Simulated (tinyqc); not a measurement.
Inside a calculation. Method: Hubbard chain of 4 sites. Computed by tinyqc, a small Python program that keeps every step. Settings: hopping = 1.93, U = 4.0, mixing = 1, iteration cap = 59. Command: `OMP_NUM_THREADS=1 python tinyqc.py 20183 20184 out.jsonl` (the two numbers bound the seeds that draw the settings). One thread of a shared host (Intel(R) Xeon(R) Processor @ 2.60GHz), about 0.2 s of CPU time with the checks. Later iterations appear only in the table of the cycle.

## Mean-field iteration 1

one-body matrix (hopping and site energies) (eV), lower triangle:
```
           1          2          3         4
1   0.000000
2  -1.930000   0.000000
3   0.000000  -1.930000   0.000000
4   0.000000   0.000000  -1.930000  0.000000
```

U = 4.000000 eV

electrons, up and down: 3  1

mixing = 1

n(up) at the start (a guess, not normalised): 1 1.000000, 2 0.300000, 3 1.000000, 4 0.300000

n(down) at the start (a guess): 1 0.000000, 2 0.700000, 3 0.000000, 4 0.700000

H(up) = T + U n(down), H(down) = T + U n(up); fill the lowest levels; n(new) = n + mixing (n(out) - n); E = tr T (rho up + rho down) + U sum n_up n_down of the output.

levels, up (eV): -2.022267  -0.439235  3.239235  4.822267

levels, down (eV): -0.822267  0.760765  4.439235  6.022267

energy = -3.099917 eV

n(up) after iteration 1: 1 0.918338, 2 0.490188, 3 0.786205, 4 0.805269

n(down) after iteration 1: 1 0.081662, 2 0.509812, 3 0.213795, 4 0.194731

## Mean-field iteration 2

As before.

levels, up (eV): -2.005094  -0.462929  2.050727  4.417296

levels, down (eV): -0.417296  1.949273  4.462929  6.005094

energy = -3.513881 eV

n(up) after iteration 2: 1 0.886624, 2 0.490678, 3 0.705552, 4 0.917147

n(down) after iteration 2: 1 0.113376, 2 0.509322, 3 0.294448, 4 0.082853

## Convergence

Each step fills the lowest levels of T + U n(other spin) and sets n(new) = n + mixing (n(out) - n); stop when output and input agree to 1e-8.

Course of the cycle:
```
iteration       E (eV)  largest |n(out) - n(in)|  mean |n_up - n_down|
1          -3.09991673                  5.05e-01              0.509812
2          -3.51388078                  1.12e-01              0.509322
3          -3.53150721                  2.29e-02              0.500403
4          -3.53396897                  1.22e-02              0.500000
5          -3.53553167                  9.33e-03              0.500000
6          -3.53668376                  7.93e-03              0.500000
7          -3.53755315                  6.93e-03              0.500000
8          -3.53821906                  6.07e-03              0.500000
9          -3.53873504                  5.35e-03              0.500000
10         -3.53913848                  4.73e-03              0.500000
11         -3.53945620                  4.20e-03              0.500000
...                ...                       ...                   ...
49         -3.54072873                  7.32e-05              0.500000
50         -3.54072881                  6.59e-05              0.500000
51         -3.54072887                  5.93e-05              0.500000
52         -3.54072892                  5.34e-05              0.500000
53         -3.54072897                  4.81e-05              0.500000
54         -3.54072900                  4.33e-05              0.500000
55         -3.54072903                  3.90e-05              0.500000
56         -3.54072905                  3.51e-05              0.500000
57         -3.54072907                  3.16e-05              0.500000
58         -3.54072908                  2.85e-05              0.500000
59         -3.54072909                  2.56e-05              0.500000
```

Not converged within 59 iterations: the residual falls steadily but slowly, by a factor of about 0.90 a step. The lowest mean-field energy found from random starts is -3.54073 eV. Reruns (cap 100 unless said): mixing 0.2: not converged; mixing 0.5: not converged; mixing 0.9: not converged; the original settings with a cap of 400: converged in 134 (E = -3.54073).

## The many-body Hamiltonian

Basis: all placements (u, d, 2, 0 on each site), up operators ordered before down ones; hops carry the sign of the same-spin electrons passed.

H (eV), lower triangle:
```
           2uu0       u2u0       uu20       uuud       2u0u       u20u       uudu       uu02
2uu0   4.000000
u2u0  -1.930000   4.000000
uu20   0.000000  -1.930000   4.000000
uuud   0.000000   0.000000  -1.930000   0.000000
2u0u  -1.930000   0.000000   0.000000   0.000000   4.000000
u20u   0.000000  -1.930000   0.000000   0.000000  -1.930000   4.000000
uudu   0.000000   0.000000  -1.930000   0.000000   0.000000  -1.930000   0.000000
uu02   0.000000   0.000000   0.000000  -1.930000   0.000000   0.000000  -1.930000   4.000000
20uu   0.000000   0.000000   0.000000   0.000000  -1.930000   0.000000   0.000000   0.000000
uduu   0.000000   0.000000   0.000000   0.000000   0.000000  -1.930000   0.000000   0.000000
u02u   0.000000   0.000000   0.000000   0.000000   0.000000   0.000000  -1.930000   0.000000
u0u2   0.000000   0.000000   0.000000   0.000000   0.000000   0.000000   0.000000  -1.930000
duuu   0.000000   0.000000   0.000000   0.000000   0.000000   0.000000   0.000000   0.000000
02uu   0.000000   0.000000   0.000000   0.000000   0.000000   0.000000   0.000000   0.000000
0u2u   0.000000   0.000000   0.000000   0.000000   0.000000   0.000000   0.000000   0.000000
0uu2   0.000000   0.000000   0.000000   0.000000   0.000000   0.000000   0.000000   0.000000

           20uu       uduu       u02u       u0u2       duuu       02uu       0u2u      0uu2
20uu   4.000000
uduu  -1.930000   0.000000
u02u   0.000000  -1.930000   4.000000
u0u2   0.000000   0.000000  -1.930000   4.000000
duuu  -1.930000   0.000000   0.000000   0.000000   0.000000
02uu   0.000000  -1.930000   0.000000   0.000000  -1.930000   4.000000
0u2u   0.000000   0.000000  -1.930000   0.000000   0.000000  -1.930000   4.000000
0uu2   0.000000   0.000000   0.000000  -1.930000   0.000000   0.000000  -1.930000  4.000000
```

## Exact diagonalisation (16 states)

Lowest levels of the sector, and the double occupancy of the lowest state.

lowest levels (eV): -3.966539  -2.509501  -0.905000  -0.315611  0.000000  1.041160

double occupancy per site = 0.109003

## The lowest level by Lanczos steps

From a random start vector (not printed): a_j = <q_j|H|q_j>, b_j = norm of the remainder after orthogonalising; the Ritz value is the lowest eigenvalue of the tridiagonal matrix of a and b so far.

Lanczos:
```
j    a_j (eV)  b_j (eV)  lowest Ritz value (eV)
1   -0.266427  4.329443             -0.26642746
2    3.322655  3.678812             -3.15851169
3    2.956691  2.248634             -3.86683182
4    3.349926  2.686769             -3.94776714
5    4.866175  3.869357             -3.95895116
6    2.432192  3.047009             -3.96375851
7    3.010205  2.958369             -3.96578684
8    3.069351  1.886953             -3.96647445
9    4.395762  1.910169             -3.96653505
10   3.653083  1.872064             -3.96653908
```
